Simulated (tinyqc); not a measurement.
Inside a calculation. Method: Hubbard chain of 4 sites. Computed by tinyqc, a small Python program that keeps every step. Settings: hopping = 1.93, U = 3.2, mixing = 1, iteration cap = 64. Command: `OMP_NUM_THREADS=1 python tinyqc.py 30762 30763 out.jsonl` (the two numbers bound the seeds that draw the settings). One thread of a shared host (Intel(R) Xeon(R) Processor @ 2.60GHz), about 0.2 s of CPU time with the checks.

one-body matrix (hopping and site energies) (eV), order 1, 2, 3, 4:
```
[[0.47000, -1.93000, 0.00000, 0.00000],
 [-1.93000, 0.77000, -1.93000, 0.00000],
 [0.00000, -1.93000, 0.12000, -1.93000],
 [0.00000, 0.00000, -1.93000, -0.19000]]
```

U = 3.20000 eV

electrons, up and down: [2, 2]

n(up) at the start (a guess, not normalised): [0.80000, 0.20000, 0.80000, 0.20000]

n(down) at the start (a guess): [0.20000, 0.80000, 0.20000, 0.80000]

Each step fills the lowest levels of T + U n(other spin) and sets n(new) = n + mixing (n(out) - n); stop when output and input agree to 1e-8.

Course of the cycle:
```
iteration      E (eV)  largest |n(out) - n(in)|  mean |n_up - n_down|
1          -4.1812523                  1.37e-01               0.45602
2          -4.2374685                  4.86e-02               0.37826
3          -4.2586676                  3.64e-02               0.32683
4          -4.2693038                  2.35e-02               0.29002
5          -4.2754330                  1.98e-02               0.26154
6          -4.2793073                  1.44e-02               0.23883
7          -4.2819215                  1.28e-02               0.21996
8          -4.2837758                  1.01e-02               0.20406
9          -4.2851426                  9.24e-03               0.19031
10         -4.2861819                  7.74e-03               0.17832
11         -4.2869923                  7.11e-03               0.16767
...               ...                       ...                   ...
54         -4.2915201                  7.00e-04               0.02987
55         -4.2915273                  6.77e-04               0.02885
56         -4.2915339                  6.51e-04               0.02788
57         -4.2915400                  6.30e-04               0.02693
58         -4.2915457                  6.06e-04               0.02602
59         -4.2915511                  5.87e-04               0.02514
60         -4.2915560                  5.65e-04               0.02430
61         -4.2915607                  5.46e-04               0.02348
62         -4.2915650                  5.26e-04               0.02269
63         -4.2915690                  5.09e-04               0.02193
64         -4.2915728                  4.91e-04               0.02119
```

Can the last value be used, and what does the course show?

Not by the stop rule, although the second column moves by less than 1e-05 over the last three steps. Not converged within 64 iterations: the residual falls steadily but slowly, by a factor of about 0.96 a step. The lowest mean-field energy found from random starts is -4.29157 eV. Reruns (cap 100 unless said): mixing 0.2: not converged; mixing 0.5: not converged; mixing 0.9: not converged; the original settings with a cap of 400: converged in 384 (E = -4.29163).
